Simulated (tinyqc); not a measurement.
# Worked calculation: deep-level transient spectroscopy

tinyqc, about 0.01 s, one thread, Intel Xeon 2.30GHz (shared host): `OMP_NUM_THREADS=1 python tinyqc.py 2050164 2050165 out.jsonl` Printed values are rounded.

Schottky contact on an n-type layer with shallow donors Nd (all ionised) and a donor-like deep trap, neutral when filled and positive when empty; depletion approximation. Traps within lam of the depletion edge stay filled. A long pulse to Vp fills the traps beyond x1 = Wp - lam; back at Vr those between x1 and x2 = Wr - lam emit. A rate window reads S = C(t2) - C(t1).

Inputs (values chosen for the exercise); material values close to those of silicon:
```
symbol    value   unit                                      meaning
eps_r      11.6                               relative permittivity
Nc      2.82e19  cm^-3   conduction-band density of states at 300 K
vth       2.3e7   cm/s                    thermal velocity at 300 K
Nd         9e15  cm^-3                        shallow donor density
Vbi        0.82      V                             built-in voltage
Et         0.48     eV  depth of the trap below the conduction edge
sn      2.7e-15   cm^2                        capture cross-section
Nt       1.6e14  cm^-3                                 trap density
Vr          1.4      V                                 reverse bias
Vp          0.8      V        reverse bias during the filling pulse
t1          0.2     ms                          first sampling time
t2            2     ms                         second sampling time
T           274      K                 temperature of the transient
```

Constants: q = 1.602176634e-19 C, kB = 1.380649e-23 J/K, eps0 = 8.8541878128e-14 F/cm where lengths are in cm. Results are converted to the units shown.

## Emission rate and rate window

Emission rate en = sn vth(T) Nc(T) exp(-Et/kB T) = sn g T^2 exp(-Et/kB T), g = vth Nc/(300 K)^2, as vth goes as T^0.5 and Nc as T^1.5 (degeneracy factor 1). For an exponential transient S peaks where en = ew = ln(t2/t1)/(t2 - t1).

g = 7.206667e21 cm^-2 s^-1 K^-2
en = 2166.660 1/s
1/en = 0.4615398 ms
ew = 1279.214 1/s

## Widths

lam = sqrt(2 eps0 eps_r (EF - ET)/(q Nd)), EF - ET = Et - (kB T/q) ln(Nc(T)/Nd), Nc(T) = Nc (T/300 K)^1.5. In the steady state at the band bending V, 2 eps0 eps_r V/q = Nd W^2 + Nt (W - lam)^2 (the second term only if W > lam). V = Vbi + Vr gives Wr and V = Vbi + Vp gives Wp; x1 = max(Wp - lam, 0).

lam = 204.3528 nm
Wr = 560.3583 nm
Wp = 478.9983 nm
x1 = 274.6454 nm
x2 = 356.0054 nm
G = (x2^2 - x1^2)/Wr^2 = 0.1634061

The rule Nt = 2 Nd |dC|/C assumes G = 1 and would understate Nt by a factor of about 1/G = 6.12 here (the limit of small Nt/Nd).

## The transient

t, sample 0 to 6 (ms): 0  0.1  0.2  1.1  2  4  10

W(t)^2 = Wr^2 + (Nt/Nd)(x2^2 - x1^2) exp(-en t), C = eps0 eps_r/W; for small Nt, dC/C = -(Nt/2 Nd) G exp(-en t) with G = (x2^2 - x1^2)/Wr^2. S = C(t2) - C(t1).

```
sample  C (nF/cm^2)  C - C(final) (pF/cm^2)
0          18.30253               -26.56511
1          18.30769               -21.39926
2          18.31185               -17.23654
3          18.32664                -2.45530
4          18.32874                -0.34939
5          18.32909                -0.00459
6          18.32909                 0.00000
```

S = 16.88715 pF/cm^2

## Step 1: peak temperature

T at the start = 300 K

Fixed-point step for en(T) = ew: T(new) = (Et q/kB)/ln(sn g T^2/ew), g = vth Nc/(300 K)^2.

T after step 1 = 264.7754 K

## Course of the iteration for the peak temperature

Start from 300 K; stop when T changes by less than 1e-8 K.

Course of the iteration:
```
step     T (K)  change (K)
1     264.7754        35.2
2     267.9572        3.18
3     267.6496       0.308
4     267.6791      0.0295
5     267.6763     2.84e-3
6     267.6766     2.73e-4
7     267.6765     2.62e-5
8     267.6765     2.52e-6
9     267.6765     2.42e-7
10    267.6765     2.33e-8
11    267.6765     2.24e-9
```

Converged in 11 steps; each multiplies the error by -2 kB T/Et = -0.096.
